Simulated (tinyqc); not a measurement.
## Error from band bending against le

In A the levels shift by pb (1 - z/W)^2 for z < W. The signal from depth z is weighted by exp(-z/le)/le, so the centroid shifts by pb [1 - 2/a + (2/a^2)(1 - exp(-a))], a = W/le, and the error of iA against its value at the interface is that less pb.

Parameters, values chosen for the exercise: band bending in A at the interface pb = 0.29 V; width of the bent region W = 93 nm.

Error from band bending against le:
```
le (nm)	a	centroid shift (eV)	error (meV)
0.5	186.00	0.28690	-3.1015
1.9	48.947	0.27839	-11.607
3.4	27.353	0.26957	-20.429
4.8	19.375	0.26161	-28.390
6.2	15.000	0.25391	-36.089
7.7	12.078	0.24595	-44.046
9.1	10.220	0.23880	-51.200
10.6	8.7736	0.23143	-58.574
12	7.7500	0.22481	-65.186
```

The size of the error rises from 3.10 to 65.2 meV; for large a it is 2 |pb|/a. It is below 50 meV, a typical accuracy of the method, in 6 of the 9 rows. Heavily doped substrates and deep-probing photons need the correction.

Numbers from tinyqc (`OMP_NUM_THREADS=1 python tinyqc.py 2410169 2410170 out.jsonl`; about 0.01 s on one thread of a shared Intel Xeon 2.30GHz).
